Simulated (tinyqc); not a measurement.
Charge stability of a double quantum dot, constant-interaction model with a charge sensor: one step of the calculation.

Capacitance matrix C = [[C1, -Cm], [-Cm, C2]], C1 = G1 + X1 + Cm + L1, C2 = G2 + X2 + Cm + L2. Gate charges n1 = (G1 V1 + X1 V2)/q, n2 = (X2 V1 + G2 V2)/q. The state (N1, N2) has U = (1/2) d^T E d with d = (N1 - n1, N2 - n2) and E = q^2 C^(-1). Leads at 0 V; no tunnel coupling, spin or level spacing. The sensor reads s1 <N1> + s2 <N2>.

Task. Triple points. The states (0,0), (1,0), (0,1) meet where E n = (EC1/2, EC2/2), and (1,1), (1,0), (0,1) where E n = (EC1/2 + ECm, EC2/2 + ECm); the gate voltages follow from n.

Values chosen for this exercise:

| symbol | value | unit | meaning |
|---|---|---|---|
| G1 | 4.6 | aF | gate 1 to dot 1 |
| G2 | 5.4 | aF | gate 2 to dot 2 |
| X1 | 1.4 | aF | gate 2 to dot 1 |
| X2 | 1.3 | aF | gate 1 to dot 2 |

Constants: q = 1.602176634e-19 C. Results are converted to the units shown.

E (meV):
```
           1          2
1  4.1059586  0.3474273
2  0.3474273  4.1375429
```

Wanted: gate charges; gate voltages; distance between the points.

Result.

gate charges:
```
                     n1       n2
electron point  0.46097  0.46129
hole point      0.53903  0.53871
```

gate voltages (mV):
```
                    V1      V2
electron point  12.830  10.598
hole point      15.010  12.370
```

distance between the points = 2.8092 mV

The line between the two points is the (1,0)-(0,1) transition, where an electron moves from dot to dot.

Computed by the program tinyqc: `OMP_NUM_THREADS=1 python tinyqc.py 2470010 2470011 out.jsonl`, one thread of a shared Intel Xeon 2.30GHz, about 0.01 s for the whole run.
